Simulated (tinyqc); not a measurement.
CCSD on RHF in the 6-31g basis, for H3-, spin multiplicity 1, step by step. The basis has no diffuse functions, so it cannot describe the extra electron: this is an exercise in the method, not the real anion. One step of it, computed by the program tinyqc.

Task: Iteration 7 (converged): orbitals. Diagonalise F' = X^T F X, C = X C', fill 2 alpha and 2 beta electrons from the bottom; D = 2 C_occ C_occ^T. Each column has its largest component positive (the first on a tie).

converged F (hartree), lower triangle:
```
           1H 1s      1H 2s      2H 1s      2H 2s      3H 1s      3H 2s
1H 1s   0.415896
1H 2s  -0.242301  -0.101804
2H 1s  -0.254931  -0.231641   0.431364
2H 2s  -0.240721  -0.135008  -0.231928  -0.045326
3H 1s  -0.254931  -0.231641   0.000922  -0.073967   0.431364
3H 2s  -0.240721  -0.135008  -0.073967  -0.098336  -0.231928  -0.045326
```

X, lower triangle:
```
           1H 1s      1H 2s      2H 1s     2H 2s      3H 1s     3H 2s
1H 1s   1.275559
1H 2s  -0.604656   2.402240
2H 1s  -0.014196   0.002062   1.255260
2H 2s   0.071921  -0.882929  -0.495135  1.714503
3H 1s  -0.014196   0.002062  -0.003945  0.040109   1.255260
3H 2s   0.071921  -0.882929   0.040109  0.239020  -0.495135  1.714503
```

Give: F' = X^T F X; orbital energies; coefficients C; D after iteration 7.

Result:

F' = X^T F X (hartree), lower triangle:
```
        1       2       3       4       5      6
1   0.959
2  -0.610   0.675
3  -0.171  -0.134   0.958
4  -0.078  -0.195  -0.612   0.469
5  -0.171  -0.134   0.048   0.059   0.958
6  -0.078  -0.195   0.059  -0.019  -0.612  0.469
```

orbital energies (hartree): MO1 -0.256, MO2 -0.004, MO3 0.543, MO4 1.289, MO5 1.403, MO6 1.514

coefficients C:
```
         MO1     MO2     MO3     MO4     MO5     MO6
1H 1s  0.251   0.000   0.228   0.674   0.000  -1.197
1H 2s  0.281   0.000   1.808  -0.741   0.000   1.949
2H 1s  0.176   0.221  -0.041   0.765   0.942   0.518
2H 2s  0.258   0.617  -1.228  -0.379  -0.922  -1.038
3H 1s  0.176  -0.221  -0.041   0.765  -0.942   0.518
3H 2s  0.258  -0.617  -1.228  -0.379   0.922  -1.038
```

D after iteration 7, lower triangle:
```
       1H 1s  1H 2s   2H 1s   2H 2s  3H 1s  3H 2s
1H 1s  0.126
1H 2s  0.141  0.158
2H 1s  0.088  0.099   0.160
2H 2s  0.130  0.145   0.364   0.896
3H 1s  0.088  0.099  -0.036  -0.182  0.160
3H 2s  0.130  0.145  -0.182  -0.629  0.364  0.896
```
